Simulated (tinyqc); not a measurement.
## Bandgap voltage reference from two bipolar transistors: output against temperature

Two transistors of area 1 and N carry the same current I. Is(T) = Is (T/T0)^eta exp[(Vg0 q/kB)(1/T0 - 1/T)], VBE1 = Vt ln(I/Is(T)) + I rb, VBE2 = Vt ln(I/(N Is(T))) + I rb/N. The amplifier forces I R1(T) = VBE1 - VBE2 + Vos, with R(T) = R (1 + tc (T - T0)) for both resistors, and the output is Vref = VBE1 + I R2(T). Base currents and the Early effect are neglected.

Vt = kB T/q; I = (Vt ln N + Vos)/(R1(T) - rb (1 - 1/N)).

Values chosen for this exercise; values of the order met in silicon bipolar transistors: reference temperature T0 = 323 K; band-gap voltage extrapolated to 0 K Vg0 = 1.152 V; temperature exponent of the saturation current eta = 3.3; saturation current of the unit transistor at T0 Is = 3.3e-18 A; area ratio of the second transistor N = 24; resistor across which the difference of VBE falls, at T0 R1 = 37 kohm; temperature coefficient of both resistors tc = 1100 ppm/K; offset of the amplifier Vos = 0.7 mV; series resistance of the unit transistor rb = 0 ohm; output resistor at T0 R2 = 200.7 kohm.

Constants: q = 1.602176634e-19 C, kB = 1.380649e-23 J/K. Results are converted to the units shown.

Results:

| T (K) | I (uA) | VBE1 (V) | I R2 (V) | Vref (V) | Vref - Vref(T0) (mV) | dVref/dT (uV/K) |
|---|---|---|---|---|---|---|
| 218 | 1.846 | 0.9070 | 0.3276 | 1.235 | -9.293 | 139.2 |
| 233 | 1.935 | 0.8867 | 0.3499 | 1.237 | -7.326 | 123.3 |
| 253 | 2.049 | 0.8593 | 0.3796 | 1.239 | -5.062 | 103.4 |
| 273 | 2.158 | 0.8314 | 0.4093 | 1.241 | -3.182 | 84.87 |
| 298 | 2.288 | 0.7961 | 0.4465 | 1.243 | -1.332 | 63.37 |
| 348 | 2.525 | 0.7240 | 0.5208 | 1.245 | 0.8506 | 24.83 |
| 373 | 2.635 | 0.6873 | 0.5579 | 1.245 | 1.251 | 7.393 |
| 398 | 2.739 | 0.6501 | 0.5950 | 1.245 | 1.229 | -9.020 |
| 423 | 2.838 | 0.6126 | 0.6322 | 1.245 | 0.8077 | -24.53 |

Estimate the missing row, T = 323 K.

Computed row:

| T (K) | I (uA) | VBE1 (V) | I R2 (V) | Vref (V) | Vref - Vref(T0) (mV) | dVref/dT (uV/K) |
|---|---|---|---|---|---|---|
| 323 | 2.410 | 0.7603 | 0.4836 | 1.244 | 0 | 43.43 |

With this row back in the table: VBE1 falls by 1.44 mV/K on average and I R2 rises by 1.49 mV/K. The slope of Vref vanishes at T = 384 K. Between 233 and 398 K Vref spans 8.62 mV, or 42.0 ppm/K by the box method (span over the average over T, over 165 K).

Computed by the program tinyqc: `OMP_NUM_THREADS=1 python tinyqc.py 2062078 2062079 out.jsonl`, one thread of a shared Intel Xeon 2.30GHz, about 0.02 s for the whole run.
